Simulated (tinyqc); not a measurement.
## Schottky barrier on an n-type semiconductor with a doping step, non-linear Poisson equation by Newton steps: Capacitance-voltage profiling

One dimension, metal at x = 0, donor density C(x) = N1 for x < x1 and Nd beyond. Energies are counted from the electron Fermi level of the semiconductor and the conduction-band edge is Ec = -psi, so n = Nc exp(psi/Vt); holes follow the Fermi level of the metal, at -V, so p = Nv exp((V - psi - Eg)/Vt). Ends: psi(0) = V - phiB and psi = Vt ln(Nd/Nc) deep inside. Boltzmann statistics, full ionisation, no current, no image force in the Poisson equation.

The Poisson equation d/dx(eps0 eps_r dpsi/dx) = -q (p - n + C) is solved on a mesh of about 1000 nodes or more that ends in neutral material. C_s = q d/dV of the integral of n over x, from the linearised equation. Probed depth w = eps0 eps_r/C_s; apparent doping N_app = C_s^3/(q eps0 eps_r dC_s/dV), the derivative by central differences over +/- 0.02 V.

Inputs (values chosen for the exercise); band and dielectric values close to those of gallium arsenide:
```
symbol,value,unit,meaning
T,293,K,temperature
Eg,1.39,eV,band gap
eps_r,12.8,,relative permittivity
Nc,4.22e17,cm^-3,conduction-band density of states at T
Nv,8.57e18,cm^-3,valence-band density of states at T
Nd,7.5e15,cm^-3,donor density deep in the semiconductor
phiB,0.62,eV,barrier height
x1,350,nm,depth of the doping step
N1,3.8e14,cm^-3,donor density above the step
```

Constants: q = 1.602176634e-19 C, kB = 1.380649e-23 J/K, Vt = kB T/q, eps0 = 8.8541878128e-14 F/cm where lengths are in cm. Results are converted to the units shown.

The same in every row: true C(w) (cm^-3) = 7.50e15.

Capacitance-voltage profiling:
```
V (V)  C_s (nF/cm^2)  w (nm)  N_app (cm^-3)  |E_0| (kV/cm)
0               24.8     457        7.11e15           13.3
-0.3            22.0     516        7.49e15           19.4
-0.6            20.0     568        7.50e15           25.0
-0.9            18.4     616        7.50e15           30.0
-1.2            17.2     660        7.50e15           34.8
-1.5            16.2     702        7.50e15           39.2
-1.8            15.3     741        7.50e15           43.3
-2.1            14.6     778        7.50e15           47.3
-2.4            13.9     814        7.50e15           51.0
-2.7            13.4     848        7.50e15           54.6
-3              12.9     880        7.50e15           58.1
```

Read the table: what changes, and by how much?

C_s falls from 24.8 to 12.9 nF/cm^2 while the probed depth goes from 457 to 880 nm. The apparent doping rises from 7.11e15 to 7.50e15 cm^-3. It departs most from the true doping at that depth for V = 0 V, where it is 5.2 % below it; the method senses the electrons at the edge of the depleted layer, which are smeared over a few Debye lengths (LD = 49 nm at Nd), so it cannot follow a doping that changes on that scale.

tinyqc, about 0.08 s, one thread, Intel Xeon 2.30GHz (shared host): `OMP_NUM_THREADS=1 python tinyqc.py 2020078 2020079 out.jsonl`
